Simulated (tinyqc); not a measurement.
Worked calculation: tight binding, kagome lattice. One step of it, computed by the program tinyqc.

Task: Levels at k. Diagonalise the Hermitian matrix.

H(k) at k (eV):
```
,A,B,C
A,0.000000,-0.314396-0.794075i,-0.143484+0.558834i
B,-0.314396+0.794075i,0.000000,-1.518460-1.103226i
C,-0.143484-0.558834i,-1.518460+1.103226i,0.000000
```

Give: eigenvalues; weights |c|^2 of the basis functions.

Result:

eigenvalues (eV): -1.9005  -0.4195  2.3200

weights |c|^2 of the basis functions:
```
,band 1,band 2,band 3
A,0.0142,0.8249,0.1608
B,0.5246,0.0387,0.4367
C,0.4612,0.1364,0.4024
```
